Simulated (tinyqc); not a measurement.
Ion implantation: universal nuclear stopping, Lindhard-Scharff electronic stopping and a Gaussian range profile. Changing the dose Q. Computed by tinyqc, a small Python program. Command: `OMP_NUM_THREADS=1 python tinyqc.py 3016721 3016722 out.jsonl implant sweep`. One thread of a shared host (Intel(R) Xeon(R) Processor @ 2.30GHz), about 0.1 s of CPU time with the checks.

An ion slows by elastic collisions with screened nuclei and by friction with electrons; channelling is ignored and the target is uniform.

Inputs (values chosen for the exercise, modelled on phosphorus ions in silicon): ion atomic number Z1 = 15; ion mass M1 = 31 u; target atomic number Z2 = 14; target mass M2 = 28.09 u; target density N = 49.94 1/nm^3; ion energy E = 9.1 keV; scale factor of electronic stopping k = 1.1; background C_B = 7.1e+15 1/cm^3; displacement energy E_d = 15 eV.

Method:
- Reduced energy eps = 32.53 M2 E/(Z1 Z2 (M1 + M2)(Z1^0.23 + Z2^0.23)), E in keV; s_n = ln(1 + 1.1383 eps)/(2 (eps + 0.01321 eps^0.21226 + 0.19593 eps^0.5)) for eps up to 30 and ln(eps)/(2 eps) above; S_n = 8.462 Z1 Z2 M1 s_n/((M1 + M2)(Z1^0.23 + Z2^0.23)) in 1e-15 eV cm^2.
- S_e = k 3.83 Z1^(7/6) Z2/(Z1^(2/3) + Z2^(2/3))^(3/2) sqrt(E/M1) in 1e-15 eV cm^2, E in keV.
- Path length R = int_0^E dE'/(N (S_n + S_e)); energy lost to nuclei nu = int_0^E S_n/(S_n + S_e) dE' (both with E' = E y^3 and 64 Gauss-Legendre points in y).
- Estimates of Lindhard type: R_p = R/(1 + M2/(3 M1)), straggle dR_p = (2/3) R_p sqrt(M1 M2)/(M1 + M2).
- C(x) = C_p exp(-(x - R_p)^2/(2 dR_p^2)) with C_p = Q/(sqrt(2 pi) dR_p), 1 nm = 1e-7 cm; the profile falls to the background at x_j = R_p + dR_p sqrt(2 ln(C_p/C_B)); the peak atomic fraction is C_p/N.
- Kinchin-Pease count with efficiency 0.8: N_d = 0.8 nu/(2 E_d), taking all of nu as damage energy (an upper estimate, as recoils also lose energy to electrons). Spread over a depth R_p + dR_p, displacements per atom = Q N_d/(N (R_p + dR_p)).

One run for each value:
```
dose Q (1/cm^2)  depth x_j where C falls to C_B (nm)  peak concentration C_p (1/cm^3)  displacements per atom
1.00e+12                                      37.912                       6.3133e+17              1.6544e-03
1.40e+13                                      42.837                       8.8386e+18              2.3162e-02
5.20e+13                                      44.941                       3.2829e+19              8.6029e-02
1.90e+14                                      46.863                       1.1995e+20              3.1434e-01
7.20e+14                                      48.709                       4.5456e+20              1.1912e+00
2.70e+15                                      50.435                       1.7046e+21              4.4669e+00
1.00e+16                                      52.055                       6.3133e+21              1.6544e+01
```

Give the missing row, dose Q (1/cm^2) = 3.70e+12.

Computed row:
```
dose Q (1/cm^2)  depth x_j where C falls to C_B (nm)  peak concentration C_p (1/cm^3)  displacements per atom
3.70e+12                                      40.495                       2.3359e+18              6.1213e-03
```

Interpolating between the two neighbouring rows (the first column on a logarithmic scale, the others too where they are positive) misses most in depth x_j where C falls to C_B (nm), by 0.53 %. Over the rows, depth x_j where C falls to C_B (nm) rises from 37.9 to 52.1 (exponent d ln y / d ln x 0.050 between the first rows and 0.024 between the last); peak concentration C_p (1/cm^3) rises from 6.31e17 to 6.31e21 (exponent d ln y / d ln x about 1.0 throughout); displacements per atom rises from 0.00165 to 16.5 (exponent d ln y / d ln x about 1.0 throughout). The exponent of peak concentration C_p stays at 1: the profile scales with dose. The exponent of displacements per atom stays at 1: cascades are counted independently. The dose enters x_j only through the root of a logarithm.

Caution (rows 1.90e14, 7.20e14, 2.70e15, 1.00e16): above a few tenths of a displacement per atom cascades overlap, so the count overstates new damage; heavy ions turn silicon and germanium amorphous at such levels, while light ions such as boron and metal targets anneal much of the damage. Caution (rows 1.00e16): the peak exceeds 5 atomic %, where sputtering and the changed target matter.

Extremes, crossings and ranges named in words are read from the listed rows.
